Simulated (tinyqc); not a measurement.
Worked calculation: Koster-Slater impurity in a tight-binding band, by Green functions and by supercells. Computed by tinyqc, a small Python program that keeps every step. Command: `OMP_NUM_THREADS=1 python tinyqc.py 3023757 3023758 out.jsonl kosterslater walk`. One thread of a shared host (Intel(R) Xeon(R) Processor @ 2.30GHz), about 0.03 s of CPU time with the checks. Intermediate numbers are printed to about 6 digits and carried at full precision; extremes and crossings named in words are read from the listed rows.

One orbital per site, e(k) = -2 t sum cos(k_i) over 2 direction(s), band from -4 t to 4 t, lattice constant 1. One site has the extra energy U. Spin is left out.

Inputs (values chosen for the exercise, for a model band):
```
quantity                  value      unit
hopping t                   1.4        eV
impurity potential U       5.64        eV
supercell edge N              3     sites
energy inside the band E  -4.67        eV
broadening eta             0.21        eV
impurity concentration c  0.003  per site
```

Lattice: square.

Constants: hbar = 6.582119569e-16 eV s.

## The host Green function outside the band

Outside the band G0(E) = (2/(pi E)) K(m), m = 16 t^2/E^2, K the complete elliptic integral with parameter m. A bound state solves 1/U = G0(E). Energies: 0.05, 0.2, 0.5, 1, 2, 4 and 8 t beyond the band edge on the side of U, rounded to four digits.

Scan on the side of U:
```
E (eV)  G0 (1/eV)  1/U - G0 (1/eV)
5.67     0.365350        -0.188045
5.88     0.282845        -0.105540
6.30     0.225882        -0.048577
7.00     0.181464        -0.004159
8.40     0.137151         0.040154
11.20    0.095820         0.081485
16.80    0.061289         0.116016
```

G0 diverges at the band edge, so any U binds a state, exponentially weakly when U is small.

## The bound state

Bisection in ln(distance from the edge) between 1e-5 t and |U| + t. Weight on the impurity site: -1/(U^2 dG0/dE), by a central difference with step min(1e-4 t, distance/30). Decay length along an axis: 1/arccosh(1 + distance/(2 t)).

level E_b = 7.09327 eV

distance from the band edge = 1.49327 eV

weight on the impurity site = 0.728021

decay length = 1.00843 sites

The state is compact: most of it sits on the impurity.

## Green function inside the band

Inside the band G0(z), z = E + i eta, comes from the chain form 1/(sqrt(y - 2t) sqrt(y + 2t)) (principal roots) at y = z + 2 t cos k, averaged over k in (0, pi) with 200 Gauss-Legendre points.

G0(E + i eta) = -0.229653-0.184921i 1/eV

## Scattering

T = U/(1 - U G0); phase shift delta = -arg(1 - U G0) in (-pi, pi]; host density of states -Im G0/pi; on the impurity -Im[G0/(1 - U G0)]/pi; lifetime of a band state hbar/(-2 c Im T).

T matrix = 2.03672-0.92548i eV

phase shift delta = -0.426505 rad

host density of states = 0.0588622 1/eV

density of states on the impurity = 0.00926104 1/eV

scattering lifetime = 118.535 fs

The Born approximation would take Im T = U^2 Im G0 = -5.88 eV, 6.36 times the full value.

## The supercell Hamiltonian at Gamma

H_ij = -t for each bond from i to j, images included (two bonds add when N = 2); H_11 = U; sites are numbered with the last coordinate running fastest. Diagonalise.

H (eV):
```
       1      2      3      4      5      6      7      8
1   5.64  -1.40  -1.40  -1.40   0.00   0.00  -1.40   0.00
2  -1.40   0.00  -1.40   0.00  -1.40   0.00   0.00  -1.40
3  -1.40  -1.40   0.00   0.00   0.00  -1.40   0.00   0.00
4  -1.40   0.00   0.00   0.00  -1.40  -1.40  -1.40   0.00
5   0.00  -1.40   0.00  -1.40   0.00  -1.40   0.00  -1.40
6   0.00   0.00  -1.40  -1.40  -1.40   0.00   0.00   0.00
7  -1.40   0.00   0.00  -1.40   0.00   0.00   0.00  -1.40
8   0.00  -1.40   0.00   0.00  -1.40   0.00  -1.40   0.00
9   0.00   0.00  -1.40   0.00   0.00  -1.40  -1.40  -1.40

       9
1   0.00
2   0.00
3  -1.40
4   0.00
5   0.00
6  -1.40
7  -1.40
8  -1.40
9   0.00
```

levels (eV): -5.27967  -1.40000  -1.40000  -1.40000  0.00442  2.80000  2.80000  2.80000  6.71525

## The level in the supercell

In a periodic cell of N sites along each direction with Bloch vector K, the level solves 1/U = N^-d sum_k 1/(E - e(k)), k_i = (2 pi m_i + K_i)/N, m_i = 0..N-1; the outermost root on the side of U is taken (bisection). d is the number of directions. Gamma means K_i = 0, the zone corner K_i = pi, the quarter point K_i = pi/2. The error is measured against the isolated level E_b.

level at Gamma = 6.71525 eV

level at the corner = 7.44138 eV

level at the quarter point = 7.08063 eV

error at Gamma = -0.378019 eV

width between Gamma and the corner = 0.726125 eV

Images turn the level into a band 0.726 eV wide; the quarter point misses the isolated level by -0.013 eV, far less than Gamma, because the leading hopping between images averages out there.

## Convergence with cell size

Even N; errors against the isolated level E_b, set to 0 below 1e-6 t.

Error of the level (eV):
```
N   sites        Gamma        corner  quarter point
2       4  1.06236e+00  -1.45327e+00   -1.14364e-01
4      16  1.18204e-01  -1.14364e-01   -1.52586e-03
6      36  1.35231e-02  -1.26458e-02   -2.39167e-05
8      64  1.58580e-03  -1.52586e-03              0
12    144  2.41023e-05  -2.39167e-05              0
16    256            0             0              0
```

The error at Gamma falls exponentially, between the last two resolved rows by exp(-1.047) per site against 1/(decay length) = 0.992; the rest is the power-law prefactor of the Green function. Gamma and the corner err in opposite directions. Among the sizes listed an error below 1 meV is first reached at N = 12 at Gamma; at the quarter point N = 6 is enough.

## Phase shift across the band

delta/pi = -arg(1 - U G0)/pi counts the states added below E (Friedel); host DOS = -Im G0/pi, DOS on the impurity = -Im[G0/(1 - U G0)]/pi; 13 evenly spaced energies from -(band edge + |U| + 2t) to +(band edge + |U| + 2t).

Across the spectrum:
```
E (eV)  Re G0 (1/eV)  host DOS (1/eV)  DOS on the impurity (1/eV)   delta/pi
-14.04     -0.074322         0.000387                    0.000192  -0.001536
-11.70     -0.091077         0.000595                    0.000260  -0.002217
-9.36      -0.118879         0.001072                    0.000384  -0.003620
-7.02      -0.179851         0.003015                    0.000743  -0.008440
-4.68      -0.230129         0.058759                    0.009232  -0.135411
-2.34      -0.177807         0.083223                    0.013454  -0.202013
0.00        0.000000         0.168932                    0.016962  -0.397368
2.34        0.177807         0.083223                    0.038274  -0.500611
4.68        0.230129         0.058759                    0.050106  -0.588716
7.02        0.179851         0.003015                    0.985273  -0.583601
9.36        0.118879         0.001072                    0.009842  -0.018332
11.70       0.091077         0.000595                    0.002515  -0.006900
14.04       0.074322         0.000387                    0.001146  -0.003754
```

delta/pi starts and ends near zero (-0.002 and -0.004): the impurity moves states but creates none. delta/pi is negative in the band, down to -0.59 among these rows (-1 just below the level for small eta), and the lost state returns at the level above the band (7.093 eV).

Checks made by the program: G0 at the level by a direct sum over directions (relative difference below 1e-10); diagonalisation against the k sum (relative difference below 1e-10).
